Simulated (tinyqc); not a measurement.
Out-diffusion of a doped substrate or buried layer into a growing epitaxial film. Changing the growth temperature T. Computed by tinyqc, a small Python program. Command: `OMP_NUM_THREADS=1 python tinyqc.py 3013287 3013288 out.jsonl buried sweep`. One thread of a shared host (Intel(R) Xeon(R) Processor @ 2.30GHz), about 0.01 s of CPU time with the checks.

x is counted from the original substrate surface into the film, whose surface moves as x = v t. Substrate dopant has one diffusivity; the dopant of the film is taken as uniform.

Inputs (values chosen for the exercise, modelled on antimony in silicon): prefactor D0 = 4.45 cm^2/s; activation energy E = 3.87 eV; substrate concentration C_s = 1.3e+18 1/cm^3; film doping C_e = 3.3e+16 1/cm^3; growth rate v = 0.18 um/min; film thickness d = 0.83 um; autodoping level at the start, as a share of C_s = 6e-05; decay length of autodoping = 0.32 um; later thermal budget (Dt)2 = 1.3e-10 cm^2.

Film doping: opposite type.

Constants: k_B = 8.617333262e-05 eV/K.

Method:
- D = D0 exp(-E/(k_B T)); growth time t = d/v; l = 2 sqrt(D t); growth number G = v t/l = d/l; 1 um = 1e-4 cm.
- Temperatures in kelvin are T(C) + 273.15.
- After growth and the later budget: l2 = 2 sqrt(D t + (Dt)2); C(x) = (C_s/2) erfc(x/l2) + share x C_s exp(-x/decay length) for x > 0 (autodoping taken as unchanged by the later budget). The transition x_t solves C(x) = C_e, the metallurgical junction.
- Usable film = d - x_t. Also give x_t for the erfc term alone, after growth and after the later budget.

One run for each value; columns: (1) growth temperature T (C); (2) x_t after growth, erfc alone (um); (3) x_t after the later budget, erfc alone (um); (4) x_t with autodoping (um); (5) growth number G:
```
(1)       (2)      (3)      (4)     (5)
900   0.00472  0.31502  0.31508  242.96
950   0.01032  0.31515  0.31521  111.10
1000  0.02122  0.31569  0.31576   54.03
1050  0.04132  0.31768  0.31774   27.74
1075  0.05661  0.32003  0.32009   20.25
1100  0.07666  0.32418  0.32424   14.96
1125  0.10270  0.33130  0.33136   11.16
1150  0.13617  0.34315  0.34322    8.42
1200  0.23263  0.39157  0.39163    4.93
```

Over the rows, x_t after growth, erfc alone (um) rises from 0.00472 to 0.233; x_t after the later budget, erfc alone (um) rises from 0.315 to 0.392; x_t with autodoping (um) rises from 0.315 to 0.392. At low T the later budget or autodoping sets the transition, so colder growth stops helping.
